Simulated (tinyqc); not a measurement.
Luttinger-Kohn k.p, four valence bands, step by step. One step of it, computed by the program tinyqc.

Problem. Bloch Hamiltonian at k. P = c g1 k^2, Q = c g2 (kx^2 + ky^2 - 2 kz^2), R = c sqrt3 [-g2 (kx^2 - ky^2) + 2i g3 kx ky], S = 2 c sqrt3 g3 (kx - i ky) kz, c = hbar^2/2m = 3.809982 eV angstrom^2; rows [P+Q, -S, R, 0], [-S*, P-Q, 0, R], [R*, 0, P-Q, S], [0, R*, S*, P+Q]. The path ends lie at |k| = 0.07 1/angstrom.

Luttinger parameters chosen for this model; energies are counted downward from the top of the valence band:
```
parameter     value  unit
g1         7.670000
g2         3.100000
g3         3.600000
```

k point k (1/angstrom): -0.012000  0.021000  0.004000

Give: H(k) at k.

Solution.

H(k) at k (eV), lower triangle (Hermitian):
```
               3/2           1/2           -1/2   -3/2
3/2          0.024
1/2   0.002-0.004i         0.011
-1/2  0.006+0.012i         0.000          0.011
-3/2         0.000  0.006+0.012i  -0.002+0.004i  0.024
```
